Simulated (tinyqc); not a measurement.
# MOSFET in saturation, small-signal circuit and noise: what changes with what

Bias by the inversion coefficient IC = I/Ispec (charge-based model with velocity saturation; weak inversion below 0.1, strong above 10). Common-source circuit: gm, gds, Cgs, Cgd and Cj at the inner nodes, Rg in series with the gate; quasi-static, no source or drain resistance, no gate-body capacitance, no substrate network, no induced gate noise, so fmax is an upper estimate.

Parameters, values chosen for the exercise:

| symbol | value | unit | meaning |
|---|---|---|---|
| T | 300 | K | temperature |
| L | 90 | nm | gate length |
| W | 80 | um | total gate width |
| Cox | 1.75 | uF/cm^2 | gate capacitance |
| mu | 310 | cm^2/(V s) | mobility |
| n | 1.39 |  | slope factor |
| Ls | 15 | nm | velocity-saturation length |
| sg | 0.052 |  | ratio gds/gm |
| Cov | 0.44 | fF/um | overlap and fringe capacitance per side |
| Cj | 0.42 | fF/um | drain junction capacitance |
| Rsh | 8 | ohm | sheet resistance of the gate |
| Wf | 4 | um | finger width |
| Rc | 200 | ohm um | gate contact and vertical resistance |
| IC | 19 |  | inversion coefficient |
| gw | 0.03 |  | short-channel excess of the noise factor |
| Nt | 4.3e17 | cm^-3 eV^-1 | oxide trap density |
| lt | 0.1 | nm | tunnelling length into the oxide |
| ac | 10000 | V s/C | Coulomb scattering coefficient |

Constants: q = 1.602176634e-19 C, kB = 1.380649e-23 J/K, Vt = kB T/q. Results are converted to the units shown.

Each table varies one quantity; the others keep the values above.

## Gains against frequency

Ispec = 2 n mu Cox (W/L) Vt^2, lc = Ls/L, gms = [sqrt((lc IC + 1)^2 + 4 IC) - 1]/[2 + lc (lc IC + 1)], gm = gms Ispec/(n Vt), gds = sg gm. qs = [sqrt(1 + 4 IC) - 1]/2, Cgs = Cox W L qs (2 qs + 3)/(3 (qs + 1)^2) + Cov W, Cgd = Cov W, Cd = Cj W, Rg = Rsh (Wf/L)/(12 Nf) + Rc/W with Nf = W/Wf fingers (not rounded) contacted at both ends. fT = gm/(2 pi (Cgs + Cgd)), fmax = fT/(2 sqrt(Rg (gds + 2 pi fT Cgd))). Inner admittances at w = 2 pi f: y11 = i w (Cgs + Cgd), y12 = -i w Cgd, y21 = gm - i w Cgd, y22 = gds + i w (Cgd + Cd). Invert to Z, add Rg to Z11 and invert back to Y. |h21| = |Y21/Y11|; U = |Y21 - Y12|^2/(4 [Re Y11 Re Y22 - Re Y12 Re Y21]). MSG = |Y21/Y12|; stability factor k = [2 Re Y11 Re Y22 - Re(Y12 Y21)]/|Y12 Y21|.

The same in every row: f sqrt(U) (GHz) = 144.0.

Gains against frequency:
```
f (GHz)	|h21| (dB)	U (dB)	MSG (dB)	k
0.89	39.96	44.18	26.10	0.01023
1.7	34.34	38.56	23.29	0.01955
3.1	29.12	33.34	20.68	0.03565
5.8	23.68	27.90	17.96	0.06669
11	18.12	22.34	15.18	0.1264
20	12.94	17.15	12.59	0.2297
38	7.397	11.57	9.818	0.4346
71	2.083	6.141	7.161	0.8013
```

Over the table |h21| falls by 19.9 dB a decade, U by 20.0 and MSG by 9.96. The product f sqrt(U) stays at 144 GHz, against fmax = 144 GHz from the formula. k stays below one in all rows, so the device is only conditionally stable.

## Effect of the total gate width on speed and noise

Channel noise Sid = 4 kB T gam n gm with gam = (1/2 + (2/3) qs)/(1 + qs) + gw lc IC, qs = [sqrt(1 + 4 IC) - 1]/2, lc = Ls/L (the last term an empirical rise with velocity saturation); at the gate, white noise Sw = Sid/gm^2 + 4 kB T Rg. Number fluctuation with correlated mobility: S(f) = K/f, K = q^2 Vt lt Nt/(W L Cox^2) (1 + ac mu Cox I/gm)^2, Vt in eV with Nt per eV. Corner fc = K/Sw. IC is held fixed.

The same in every row: fT (GHz) = 88.56; fmax (GHz) = 144.0; fc (MHz) = 218.0.

Effect of the total gate width on speed and noise:
```
W (um)	I (uA)	Rg (ohm)	sqrt(Sw) (nV/Hz^0.5)
2	425.6	159.3	3.317
4.3	915.0	74.07	2.262
9.3	1979	34.25	1.538
20	4256	15.93	1.049
43	9150	7.407	0.7153
93	1.979e4	3.425	0.4864
200	4.256e4	1.593	0.3317
```

What does the table show?

As W goes from 2 to 200 um, fT stays at 88.6 GHz, fmax stays at 144 GHz, the white noise falls from 3.32 to 0.332 nV/Hz^0.5 and the corner stays at 218 MHz. Current, gm and capacitances scale with W and Rg with 1/W, so the frequencies stay while both noise powers fall as 1/W.

## Effect of the gate length on speed and noise

Same model as above.

Corner fc = K/Sw. IC is held fixed, and so is sg.

Results:
```
L (nm)	I (uA)	Rg (ohm)	fT (GHz)	fmax (GHz)	sqrt(Sw) (nV/Hz^0.5)	fc (MHz)
20	7.660e4	9.167	253.7	166.5	0.5730	2844
32	4.788e4	6.667	212.1	177.4	0.5210	1221
50	3.064e4	5.167	159.9	173.3	0.5010	573.5
130	1.179e4	3.526	54.36	117.6	0.5699	116.9
200	7660	3.167	28.14	86.40	0.6544	54.62
320	4788	2.917	12.74	57.54	0.7869	22.97
500	3064	2.767	5.717	36.98	0.9562	9.837
```

Estimate the missing row, L = 79 nm.

Computed row:
```
L (nm)	I (uA)	Rg (ohm)	fT (GHz)	fmax (GHz)	sqrt(Sw) (nV/Hz^0.5)	fc (MHz)
79	1.939e4	4.188	103.2	152.4	0.5141	270.5
```

With this row back in the table: As L goes from 20 to 500 nm, fT falls from 254 to 5.72 GHz, fmax goes from 167 through a maximum of 177 (at L = 32 nm among the rows listed) to 37.0 GHz, the white noise goes from 0.573 through a minimum of 0.501 (at L = 50 nm among the rows listed) to 0.956 nV/Hz^0.5 and the corner falls from 2840 to 9.84 MHz. fT goes as L^(-0.38) between the first two rows and L^(-1.79) between the last two; with no overlap and no velocity saturation it would go as 1/L^2. For L = 320 to 500 nm fmax exceeds 4 fT, where channel resistance and substrate losses, left out here, would cap it.

tinyqc, about 0.01 s, one thread, Intel Xeon 2.30GHz (shared host): `OMP_NUM_THREADS=1 python tinyqc.py 2150049 2150050 out.jsonl`
